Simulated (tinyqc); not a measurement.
Inside a calculation: two-dimensional electron gas with Rashba and Dresselhaus coupling. Values are carried at full precision from step to step, so a last printed digit may differ when a step is redone from the rounded ones.

H = c k^2/m + al (ky sx - kx sy) + b1 (kx sx - ky sy) + gam kx ky (kx sy - ky sx), s the Pauli matrices, x = [100], c = hbar^2/2m0, b1 = gam (pi/L)^2 (hard walls). H = c k^2/m + B.s, so E = c k^2/m -/+ |B| and the lower state has its spin along -B.

Constants: hbar^2/2m0 = 3.80998211 eV angstrom^2; hbar = 6.58211957e-16 eV s.

Parameters, chosen for this exercise (of the size met in GaAs; shifted at random, so the results belong to these values and not to a real crystal): m = 0.0632 m0 (mass); al = 0.015 eV angstrom (Rashba constant); gam = 10.4 eV angstrom^3 (bulk Dresselhaus constant); L = 169 angstrom (width of the (001) well); n = 5.2 1e11/cm^2 (sheet density (one subband filled)); phi = 45 degrees (angle of k from [100]).

## Scales

b1; mean Fermi wave vector k0 = sqrt(2 pi n) (1e11/cm^2 = 1e-5/angstrom^2); E0 = c k0^2/m; b3 = gam k0^2/4; kR = al m/(2c) and ER = al kR/2, the shift and depth of a pure Rashba band.

b1 = 0.003594 eV angstrom
k0 = 0.01808 1/angstrom
E0 = 19.697 meV
b3 = 0.0008495 eV angstrom
kR = 0.0001244 1/angstrom
ER = 0.0009331 meV

The ratio al/(b1 - b3) is 5.47; kR is 0.7 % of k0.

## Spin-orbit field at one point of the Fermi circle

k = k0 (cos phi, sin phi). Form B, the splitting 2|B| and the direction of the lower spin, atan2(-By, -Bx).

Bx, By (meV): 0.2159  -0.2159

splitting = 0.6108 meV
direction of the lower spin = 135.0 degrees

## The matrix

H = [[E0, Bx - i By], [Bx + i By, E0]] in meV; diagonalise. Precession period h/(2|B|) = 2 pi hbar/(splitting).

H (meV):
```
                  up            down
up           19.6965  0.2159+0.2159i
down  0.2159-0.2159i         19.6965
```

levels (meV): 19.3911  20.0019

period = 6.77 ps

## The two wave vectors at the energy E0 along this direction

Solve c k^2/m -/+ |B(k)| = E0. The spin turns by (k_outer - k_inner) per length, so a half turn takes pi/(difference).

k (1/angstrom): outer 0.018216, inner 0.017936

difference = 0.0002802 1/angstrom
length of a half turn = 1121 nm

For linear terms alone the difference is (m/c)|B|/k, whatever the energy: every electron along this direction turns alike, the basis of the spin transistor. The cubic term makes it depend on density.

## Checks

- Difference of the Fermi wave vectors without Dresselhaus terms against al m/c: both 0.00024882.

Computed by tinyqc, a small Python program: `OMP_NUM_THREADS=1 python tinyqc.py 1482272 1482273 out.jsonl` (the numbers bound the seed that draws the inputs); one thread of a shared host (Intel(R) Xeon(R) Processor @ 2.30GHz), about 0.01 s for the whole set of steps.
